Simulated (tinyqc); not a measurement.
Phase shift across the band: Koster-Slater impurity in a tight-binding band, by Green functions and by supercells. Computed by tinyqc, a small Python program. Command: `OMP_NUM_THREADS=1 python tinyqc.py 3000109 3000110 out.jsonl kosterslater walk`. One thread of a shared host (Intel(R) Xeon(R) Processor @ 2.30GHz), about 0.04 s of CPU time with the checks.

One orbital per site, e(k) = -2 t sum cos(k_i) over 3 direction(s), band from -6 t to 6 t, lattice constant 1. One site has the extra energy U. Spin is left out.

Inputs (values chosen for the exercise, for a model band): hopping t = 1.8 eV; impurity potential U = -12.7 eV; broadening eta = 0.18 eV.

Lattice: simple cubic.

Method:
- Outside the band G0(E) = (1/pi) int_0^pi dk (2/(pi z)) K(16 t^2/z^2), z = E + 2 t cos k, K the complete elliptic integral with parameter m; 200 Gauss-Legendre points.
- A bound state solves 1/U = G0(E).
- Bisection in ln(distance from the edge) between 1e-5 t and |U| + t. Weight on the impurity site: -1/(U^2 dG0/dE), by a central difference with step min(1e-4 t, distance/30). Decay length along an axis: 1/arccosh(1 + distance/(2 t)).
- Inside the band G0(z), z = E + i eta, comes from the chain form 1/(sqrt(y - 2t) sqrt(y + 2t)) (principal roots) at y = z + 2 t cos k + 2 t cos k', averaged over k and k' in (0, pi) with 200 Gauss-Legendre points each.
- delta/pi = -arg(1 - U G0)/pi counts the states added below E (Friedel); host DOS = -Im G0/pi, DOS on the impurity = -Im[G0/(1 - U G0)]/pi; 13 evenly spaced energies from -(band edge + |U| + 2t) to +(band edge + |U| + 2t).

distance from the band edge = 3.53850 eV

level E_b = -14.3385 eV

Across the spectrum:
```
E (eV)   Re G0 (1/eV)  host DOS (1/eV)  DOS on the impurity (1/eV)  delta/pi
-27.100      -0.03795         0.000085                    0.000317   0.00208
-22.583      -0.04615         0.000128                    0.000745   0.00392
-18.067      -0.05926         0.000218                    0.003557   0.01118
-13.550      -0.08502         0.000506                    0.074745   0.92111
-9.033       -0.14424         0.016177                    0.014594   0.78995
-4.517       -0.16363         0.051743                    0.009539   0.65319
0.000         0.00000         0.077636                    0.007328   0.40060
4.517         0.16363         0.051743                    0.003767   0.18805
9.033         0.14424         0.016177                    0.001918   0.07133
13.550        0.08502         0.000506                    0.000117   0.00309
18.067        0.05926         0.000218                    0.000071   0.00158
22.583        0.04615         0.000128                    0.000051   0.00102
27.100        0.03795         0.000085                    0.000039   0.00073
```

What follows from these numbers?

delta/pi starts and ends near zero (+0.002 and +0.001): the impurity moves states but creates none. delta/pi rises at the bound state below the band (-14.338 eV), reaches 0.92 among these rows (1 in the limit of small eta, just above the level) and is paid back by the top of the band.

Extremes, crossings and ranges named in words are read from the listed rows.
